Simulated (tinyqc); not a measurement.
Two-valley model of the transferred-electron effect. Changing the valley separation dE. Computed by tinyqc, a small Python program. Command: `OMP_NUM_THREADS=1 python tinyqc.py 3023085 3023086 out.jsonl gunn sweep`. One thread of a shared host (Intel(R) Xeon(R) Processor @ 2.30GHz), about 0.03 s of CPU time with the checks.

Both kinds of valley share one electron temperature T_e, and each has a constant mobility.

Inputs (values chosen for the exercise, modelled on GaN):
```
quantity                       value        unit
central-valley mass m1           0.2         m_0
satellite-valley mass m2        0.46         m_0
satellite valleys Z                6           -
central-valley mobility mu1      910  cm^2/(V s)
satellite-valley mobility mu2     59  cm^2/(V s)
energy relaxation time tau_E   0.085          ps
lattice temperature T             77           K
```

Solver: damped fixed point.

Constants: k_B = 8.617333262e-05 eV/K.

Method. Density-of-states ratio R = Z (m2/m1)^(3/2); n2/n1 = R exp(-dE/(k_B T_e)); mean mobility mu = (mu1 + mu2 n2/n1)/(1 + n2/n1); energy balance e mu F^2 = (3/2) k_B (T_e - T)/tau_E; v = mu F. Using T_e as the parameter, F(T_e) = sqrt(3 k_B (T_e - T)/(2 e mu tau_E)) and v = mu F; find the first maximum and the next minimum of v, and the most negative dv/dF between them.

One run for each value; columns: (1) valley separation dE (eV); (2) threshold field (kV/cm); (3) peak velocity (1e7 cm/s); (4) peak-to-valley ratio; (5) T_e at the threshold (K):
```
(1)     (2)    (3)    (4)   (5)
0.28   43.0  2.749  1.073   855
0.37   49.2  3.198  1.080  1113
0.49   56.5  3.714  1.086  1458
0.65   65.0  4.307  1.090  1918
0.87   75.1  5.009  1.093  2552
1.20   88.2  5.908  1.096  3503
1.50   98.6  6.620  1.098  4367
2.10  116.6  7.853  1.099  6097
2.80  134.6  9.083  1.100  8115
```

What does the table show?

Over the rows, threshold field (kV/cm) rises from 43.0 to 135 (exponent d ln y / d ln x about 0.50 throughout); peak velocity (1e7 cm/s) rises from 2.75 to 9.08 (exponent d ln y / d ln x 0.54 between the first rows and 0.51 between the last); peak-to-valley ratio rises from 1.07 to 1.10 (exponent d ln y / d ln x 0.024 between the first rows and 0.0032 between the last).

Caution (rows 1.20, 1.50, 2.10, 2.80): T_e at the threshold exceeds 3000 K, outside the range of a Maxwellian in parabolic valleys.

Extremes, crossings and ranges named in words are read from the listed rows.
